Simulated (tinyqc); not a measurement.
Ways to converge the cycle: SCF convergence aids in the sto-3g basis, for BeH2, spin multiplicity 1. Computed by the program tinyqc with PySCF. RHF with one setting changed at a time; a run stops when the energy changes by less than 1e-09 hartree and the error matrix is below 1e-5. The start is the Wolfsberg-Helmholz matrix. Damping d keeps d of the old density; a shift (hartree) raises the virtual levels; DIIS n extrapolates F over n matrices.

Geometry (angstrom):
```
atom,x,y,z
Be,0.0000,0.0000,0.0000
H,0.0000,1.4470,0.0990
H,0.0000,-1.4170,0.0970
```

lowest restricted solution found by these runs and by PySCF = -15.545718 hartree

Largest element of the error matrix X^T (FDS - SDF) X:
```
iteration,plain,damping 0.3,damping 0.6,shift 0.4,DIIS 3,DIIS 8
1,1.3e-01,1.3e-01,1.3e-01,1.3e-01,1.3e-01,1.3e-01
2,1.7e-02,5.1e-02,8.5e-02,4.6e-02,1.7e-02,1.7e-02
3,3.4e-03,2.1e-02,5.6e-02,1.7e-02,2.0e-03,2.0e-03
4,8.2e-04,8.6e-03,3.7e-02,6.1e-03,1.8e-04,1.8e-04
5,2.4e-04,3.7e-03,2.4e-02,2.4e-03,4.4e-05,3.3e-05
6,8.2e-05,1.6e-03,1.6e-02,1.2e-03,2.9e-06,1.9e-06
8,9.6e-06,3.3e-04,7.1e-03,4.3e-04,-,-
10,-,7.1e-05,3.2e-03,1.5e-04,-,-
14,-,5.7e-06,6.7e-04,1.8e-05,-,-
20,-,-,7.0e-05,-,-,-
30,-,-,2.5e-06,-,-,-
```

How each run ends:
```
run,iterations,E (hartree),state
plain,9,-15.54572,lowest found
damping 0.3,17,-15.54572,lowest found
damping 0.6,34,-15.54572,lowest found
shift 0.4,16,-15.54572,lowest found
DIIS 3,7,-15.54572,lowest found
DIIS 8,7,-15.54572,lowest found
```

What does the comparison show, and why?

6 of 6 runs reach the lowest restricted solution found, in 7 to 34 iterations (fastest: DIIS 3, DIIS 8). Plain steps already contract here, so damping only slows them. DIIS 3 and DIIS 8 gain by cancelling the error over several earlier matrices, much as a quasi-Newton step does.
